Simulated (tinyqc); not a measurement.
The basis set: RHF and MP2 along a ladder of basis sets, for H2, spin multiplicity 1. Computed by the program tinyqc with PySCF. Command: `OMP_NUM_THREADS=1 python tinyqc.py 110768 110769 out.jsonl`; one thread of a shared host (Intel(R) Xeon(R) Processor @ 2.60GHz), about 0.5 s.

Geometry (angstrom):
```
atom       x       y       z
H     0.0000  0.0000  0.0000
H     0.0000  0.0000  0.6460
```

Same geometry throughout; the dipole is taken about the origin.

RHF and frozen-core MP2 in a ladder of bases:
```
basis        functions  E(RHF) (hartree)  E(MP2 corr) (hartree)  HOMO (eV)  LUMO (eV)  dipole (debye)
sto-3g               2         -1.112354              -0.011097   -16.8554    21.1702          0.0000
3-21g                4         -1.115870              -0.016446   -16.9609     7.9252          0.0000
6-31g                4         -1.120561              -0.016352   -17.0362     7.1567          0.0000
6-31g**             10         -1.124690              -0.026173   -17.0238     7.1630          0.0000
cc-pvdz             10         -1.119450              -0.025491   -16.9422     5.8432          0.0000
aug-cc-pvdz         18         -1.119596              -0.026384   -16.9556     1.7013          0.0000
cc-pvtz             28         -1.126177              -0.031387   -17.0203     4.8798          0.0000
```

From cc-pVDZ to cc-pVTZ the RHF energy falls by 6.7 mhartree and the correlation energy by 5.9. If valence correlation converges as X^-3, (27 E(T) - 8 E(D))/19 gives -0.0339 hartree, a rough estimate from such small X that usually falls short; STO-3G holds about 33 % of it. Beyond STO-3G the LUMO moves by 6.2 eV and the HOMO by 0.1 eV; diffuse functions lower the positive LUMO sharply, since an unbound virtual level tracks the most diffuse function.
